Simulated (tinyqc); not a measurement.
# Inputs raised by 2 %, one at a time

Model: wafer bonding and layer transfer: bond energy, gap closing, particles, bonding of dissimilar wafers and hydrogen blisters. Computed by tinyqc, a small Python program. Command: `OMP_NUM_THREADS=1 python tinyqc.py 3030442 3030443 out.jsonl bond sens`. One thread of a shared host (Intel(R) Xeon(R) Processor @ 2.30GHz), about 0.01 s of CPU time with the checks.

gamma is the energy per area of each of the two surfaces; plates are isotropic.

Inputs (values chosen for the exercise, with wafer 1 close to silicon):
```
quantity,value,unit
Young's modulus E1,140,GPa
Young's modulus E2,70.5,GPa
Poisson ratio nu,0.17,-
thickness t1,525,micrometre
thickness t2,500,micrometre
blade thickness t_b,150,micrometre
crack length L,12,mm
particle radius h,0.36,micrometre
expansion mismatch alpha_2 - alpha_1,-1.2,1e-6/K
heating dT,175,K
implant depth d,1.9,micrometre
hydrogen dose,4.8,1e16/cm^2
share of the dose released as H2,0.26,-
surface energy of the weakened plane gamma_s,1.4,J/m^2
anneal temperature T,775,K
```

Pair: two different wafers.

Constants: k_B = 1.380649e-23 J/K.

Method:
- Two cantilevers opened by t_b: gamma = 3 t_b^2 E1 t1^3 E2 t2^3/(16 L^4 (E1 t1^3 + E2 t2^3)).
- E' = E1/(1 - nu^2), equal wafers assumed. Void radius in the plate regime: R_v = [(2/3) E' t1^3/gamma]^(1/4) h^(1/2). Below h_crit = 5 sqrt(t1 gamma/E') the wafers deform locally and R_v is of the order of h (taken as h).
- M = E/(1 - nu), misfit e = (alpha_2 - alpha_1) dT. Curvature k = 6 M1 M2 t1 t2 (t1 + t2) e/[M1^2 t1^4 + M2^2 t2^4 + 2 M1 M2 t1 t2 (2 t1^2 + 3 t1 t2 + 2 t2^2)]; force per width F = k (M1 t1^3 + M2 t2^3)/(6 (t1 + t2)); at the interface s1 = F/t1 + M1 k t1/2, s2 = -F/t2 - M2 k t2/2; stored biaxial energy U = F^2 [1/(M1 t1) + 1/(M2 t2)] + k^2 (M1 t1^3 + M2 t2^3)/12; the pair can part when U > 2 gamma.
- A flat crack of radius r under a layer of thickness d, as a clamped plate: centre height w = 3 p r^4/(16 E' d^3), volume pi r^2 w/3, energy release G = 3 p^2 r^4/(32 E' d^3), E' = E1/(1 - nu^2). It grows when G = 2 gamma_s. The gas comes from the area pi r^2: p V = (dose x share/2) pi r^2 k_B T, and G = p w/2 = (3/2) N k_B T with N the H2 molecules per area. Share needed: G = 2 gamma_s. The pressure and height at growth are given for r = 10 d.

Runs:
```
input moved,from,to,bond energy gamma (J/m^2),void radius (micrometre),curvature (1/m),pressure at growth (MPa)
base run,-,-,1.249,1096,-0.2954,15.05
Young's modulus E1 (GPa),140,142.8,1.257,1100,-0.2948,15.20
Young's modulus E2 (GPa),70.5,71.91,1.267,1092,-0.2960,15.05
thickness t1 (micrometre),525,535.5,1.272,1107,-0.2912,15.05
thickness t2 (micrometre),500,510,1.302,1085,-0.2937,15.05
blade thickness t_b (micrometre),150,153,1.300,1085,-0.2954,15.05
heating dT (K),175,178.5,1.249,1096,-0.3013,15.05
hydrogen dose (1e16/cm^2),4.8,4.896,1.249,1096,-0.2954,15.05
```

Exponents ln(y'/y) / ln(x'/x):
```
input,bond energy gamma,void radius,curvature,pressure at growth
Young's modulus E1,0.301,0.175,-0.105,0.5
Young's modulus E2,0.695,-0.174,0.103,0.0
thickness t1,0.891,0.527,-0.727,0.0
thickness t2,2.072,-0.518,-0.289,0.0
blade thickness t_b,2.000,-0.500,0.000,0.0
heating dT,0.000,0.000,1.000,0.0
hydrogen dose,0.000,0.000,0.000,0.0
```

Among the inputs moved here: bond energy gamma answers most in size to thickness t2 (exponent +2.072), next to blade thickness t_b (+2.000); its exponent is below 0.0005 for heating dT, hydrogen dose. Its exponent +2.000 in blade thickness t_b: energy is quadratic in the opening. Void radius answers most in size to thickness t1 (exponent +0.527), and about equally to thickness t2 (-0.518); its exponent is below 0.0005 for heating dT, hydrogen dose. Curvature answers most in size to heating dT (exponent +1.000), next to thickness t1 (-0.727); its exponent is below 0.0005 for blade thickness t_b, hydrogen dose. Pressure at growth answers most in size to Young's modulus E1 (exponent +0.500); its exponent is below 0.0005 for Young's modulus E2, thickness t1, thickness t2, blade thickness t_b, heating dT, hydrogen dose.
